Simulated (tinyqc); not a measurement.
Inside a calculation. Method: tight binding, honeycomb lattice. One step of it, computed by the program tinyqc.

Task: Bloch Hamiltonian at K. H_AB = -t1 (1 + exp(-i k.a1) + exp(-i k.a2)); H_AA = delta - 2 t2 sum cos(k.b + phi), H_BB = -delta - 2 t2 sum cos(k.b - phi), b = a1, a2 - a1, -a2.

Parameters chosen for this model:
```
parameter,value,unit
t1,0.860000,"eV, nearest"
t2,0.050000,"eV, second neighbours"
phi,-1.220000,"rad, phase of t2 (Haldane)"
delta,1.280000,"eV, +/- on A and B"
```

k point K (fractions of the reciprocal vectors): 0.333333  0.666667

Give: H(k) at K.

Result:

H(k) at K (eV):
```
,A,B
A,1.0876,0.0000
B,0.0000,-0.9845
```
